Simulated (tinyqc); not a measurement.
# Worked calculation: Schottky barrier on an n-type semiconductor with a doping step, non-linear Poisson equation by Newton steps

Program tinyqc, `OMP_NUM_THREADS=1 python tinyqc.py 2020092 2020093 out.jsonl`; Intel Xeon 2.30GHz, shared host, one thread, about 0.08 s. Printed values are rounded; ~0 in a residual or rate marks an entry under 1e-11 of the largest of its column.

One dimension, metal at x = 0, donor density C(x) = N1 for x < x1 and Nd beyond. Energies are counted from the electron Fermi level of the semiconductor and the conduction-band edge is Ec = -psi, so n = Nc exp(psi/Vt); holes follow the Fermi level of the metal, at -V, so p = Nv exp((V - psi - Eg)/Vt). Ends: psi(0) = V - phiB and psi = Vt ln(Nd/Nc) deep inside. Boltzmann statistics, full ionisation, no current, no image force in the Poisson equation.

Parameters, values chosen for the exercise; band and dielectric values close to those of gallium phosphide: temperature T = 293 K; band gap Eg = 2.22 eV; relative permittivity eps_r = 11.2; conduction-band density of states at T Nc = 1.73e19 cm^-3; valence-band density of states at T Nv = 1.83e19 cm^-3; donor density deep in the semiconductor Nd = 2.2e17 cm^-3; barrier height phiB = 1.1 eV; bias of the metal against the semiconductor V = 0.19 V; depth of the doping step x1 = 81 nm; donor density above the step N1 = 2.2e16 cm^-3.

Constants: q = 1.602176634e-19 C, kB = 1.380649e-23 J/K, Vt = kB T/q, eps0 = 8.8541878128e-14 F/cm where lengths are in cm. Results are converted to the units shown.

## End potentials, built-in voltage, Debye length

psi_0 = V - phiB, psi_b = Vt ln(Nd/Nc), Vbi = phiB - Vt ln(Nc/Nd), LD = sqrt(eps0 eps_r Vt/(q Nd)), W = sqrt(2 eps0 eps_r (Vbi - V)/(q Nd)), hole density at the metal p_0 = Nv exp((phiB - Eg)/Vt).

psi_0 = -0.91 V
psi_b = -0.110207 V
Vbi = 0.989793 V
LD = 8.42824 nm
W for uniform Nd = 67.0843 nm
p_0 = 0.994878 cm^-3

The hole density at the metal is 4.5e-18 times Nd, so holes hardly matter.

## Doping on the mesh

x, node 0 to 12 (nm): [0, 6, 13.2, 22, 32.5, 45.2, 60.6, 79.1, 101, 128, 161, 200, 247]

C = N1 for x < x1 and Nd beyond, taken at the nodes.

donor density C, node 0 to 12 (cm^-3): [2.2e16, 2.2e16, 2.2e16, 2.2e16, 2.2e16, 2.2e16, 2.2e16, 2.2e16, 2.2e17, 2.2e17, 2.2e17, 2.2e17, 2.2e17]

## Couplings between neighbouring nodes

a_i = eps0 eps_r/h_i for the interval from node i to i + 1, with h_i = x_(i+1) - x_i in cm.

coupling a_i, interval 0 to 11 (F/cm^2): [1.65278e-6, 1.37732e-6, 1.12690e-6, 9.44447e-7, 7.80842e-7, 6.43941e-7, 5.36037e-7, 4.52817e-7, 3.67285e-7, 3.00506e-7, 2.54274e-7, 2.10993e-7]

## Starting potential

The parabola psi_b - (psi_b - psi_0)(1 - x/W)^2 for x < W and psi_b beyond, with psi_0 = V - phiB, psi_b = Vt ln(Nd/Nc), W = sqrt(2 eps0 eps_r (psi_b - psi_0)/(q Nd)).

psi at the start, node 0 to 12 (V): [-0.910000, -0.773331, -0.626219, -0.471439, -0.322773, -0.195321, -0.117679, -0.110207, -0.110207, -0.110207, -0.110207, -0.110207, -0.110207]

## Iteration 1: densities, residual and Jacobian diagonal

n_i = Nc exp(psi_i/Vt), p_i = Nv exp((V - psi_i - Eg)/Vt), rho_i = p_i - n_i + C_i, g_i = (n_i + p_i)/Vt. Box widths w_i = (h_(i-1) + h_i)/2 in cm. Residual F_i = a_i (psi_(i+1) - psi_i) - a_(i-1) (psi_i - psi_(i-1)) + q rho_i w_i; Jacobian: a_(i-1) and a_i beside the diagonal, b_i = -a_(i-1) - a_i - q g_i w_i on it. The two end nodes are fixed.

```
node   n (cm^-3)    p (cm^-3)
0        3850.28     0.994878
1      8.63530e5   0.00443594
2      2.92881e8   1.30789e-5
3     1.34589e11   2.84612e-8
4     4.85468e13  7.89046e-11
5     7.55809e15  5.06816e-13
6     1.63641e17  2.34083e-14
7         2.2e17  1.74117e-14
8         2.2e17  1.74117e-14
9         2.2e17  1.74117e-14
10        2.2e17  1.74117e-14
11        2.2e17  1.74117e-14
12        2.2e17  1.74117e-14
```

```
node  residual F (C/cm^2)  diagonal b (F/cm^2)
1             -2.09372e-8          -3.03010e-6
2             -2.53785e-8          -2.50421e-6
3             -3.06128e-8          -2.07134e-6
4             -3.68078e-8          -1.72565e-6
5             -4.62723e-8          -1.49217e-6
6             -8.44565e-8          -2.94006e-6
7             -6.80861e-8          -3.80882e-6
8                      ~0          -4.23338e-6
9                      ~0          -4.85586e-6
10                     ~0          -5.58046e-6
11                     ~0          -6.46817e-6
```

## Iteration 1: Newton step

Solve the tridiagonal system a_(i-1) d_(i-1) + b_i d_i + a_i d_(i+1) = -F_i for nodes 1 to 11, with d = 0 on fixed nodes. If the largest |d| exceeds 4 Vt, the whole step is scaled down so that it equals 4 Vt.

Newton step d, before damping, node 1 to 11 (V): [-0.057703, -0.111745, -0.155276, -0.174802, -0.151362, -0.066919, -0.027648, -0.002977, -0.000226, -0.000012, 0.000000]
psi after iteration 1, node 0 to 12 (V): [-0.910000, -0.806670, -0.690782, -0.561152, -0.423768, -0.282773, -0.156343, -0.126181, -0.111927, -0.110337, -0.110214, -0.110207, -0.110207]

## Iteration 2: densities, residual and Jacobian diagonal

As before.

```
node   n (cm^-3)    p (cm^-3)
0        3850.28     0.994878
1      2.30583e5    0.0166125
2      2.27078e7   1.68689e-4
3      3.85378e9   9.93975e-7
4     8.89165e11   4.30805e-9
5     2.36693e14  1.61837e-11
6     3.53883e16  1.08244e-13
7     1.16859e17  3.27794e-14
8     2.05513e17  1.86391e-14
9     2.18866e17  1.75019e-14
10    2.19939e17  1.74165e-14
11    2.19998e17  1.74118e-14
12        2.2e17  1.74117e-14
```

```
node  residual F (C/cm^2)  diagonal b (F/cm^2)
1             -8.84038e-9          -3.03010e-6
2             -1.07156e-8          -2.50421e-6
3             -1.29258e-8          -2.07134e-6
4             -1.55687e-8          -1.72530e-6
5             -2.37825e-8          -1.42689e-6
6             -6.88814e-8          -1.56060e-6
7             -4.04135e-8          -2.48675e-6
8            -1.95491e-10          -4.00861e-6
9            -1.41061e-12          -4.83426e-6
10           -4.93421e-15          -5.57906e-6
11           -9.10888e-18          -6.46810e-6
```

## Iteration 2: Newton step

As before.

Newton step d, before damping, node 1 to 11 (V): [-0.034328, -0.069104, -0.102099, -0.127781, -0.138907, -0.115922, -0.042121, -0.004841, -0.000369, -0.000020, -0.000001]
psi after iteration 2, node 0 to 12 (V): [-0.910000, -0.831629, -0.741025, -0.635385, -0.516673, -0.383768, -0.240625, -0.156805, -0.115446, -0.110606, -0.110228, -0.110208, -0.110207]

## Course of the Newton iteration

Stop when the largest undamped |d| is below 1e-9 V, or after 80 iterations.

Course of the iteration:
```
iteration  largest |F| (C/cm^2)  largest |d| (V)  at node
1                       8.45e-8            0.175        4
2                       6.89e-8            0.139        5
3                       4.16e-8            0.125        6
4                       2.12e-8           0.0566        6
5                       3.32e-9          4.38e-3        7
6                      1.57e-10          9.22e-5        8
7                      2.16e-13          1.26e-7        8
8                      4.04e-19         2.36e-13        8
```

Converged in 8 iterations. Once the step is below 0.1 Vt, 2 more iteration(s) reach the threshold: near the solution the error is roughly squared each time.

## Converged densities, field and barrier lowering

converged psi, node 0 to 12 (V): [-0.910000, -0.853844, -0.788146, -0.710350, -0.621128, -0.518447, -0.401627, -0.272437, -0.134972, -0.112149, -0.110312, -0.110211, -0.110207]

n and p as above; E_i = -(psi_(i+1) - psi_i)/h_i; at the metal |E_0| = |E on interval 0| + q rho_0 (h_0/2)/(eps0 eps_r), rho_0 = p_0 - n_0 + C_0; image-force lowering dphi = sqrt(q |E_0|/(4 pi eps0 eps_r)).

```
node   n (cm^-3)    p (cm^-3)
0        3850.28     0.994878
1        35596.8     0.107610
2      4.80241e5   0.00797633
3      1.04614e7   3.66162e-4
4      3.58322e8   1.06903e-5
5     2.09142e10   1.83156e-7
6     2.13703e12   1.79247e-9
7     3.56426e14  1.07471e-11
8     8.24983e16  4.64320e-14
9     2.03709e17  1.88041e-14
10    2.19087e17  1.74842e-14
11    2.19964e17  1.74145e-14
12        2.2e17  1.74117e-14
```

field E, interval 0 to 11 (kV/cm): [-93.5934, -91.2475, -88.4040, -84.9740, -80.8509, -75.8569, -69.8328, -62.7692, -8.4529, -0.5568, -0.0259, -0.0009]
|E_0| at the metal = 94.6597 kV/cm
image-force lowering = 34.8859 mV

A mesh of about 1000 nodes or more gives |E_0| = 101.0 kV/cm; the 13-node value is 6.2 % below it.
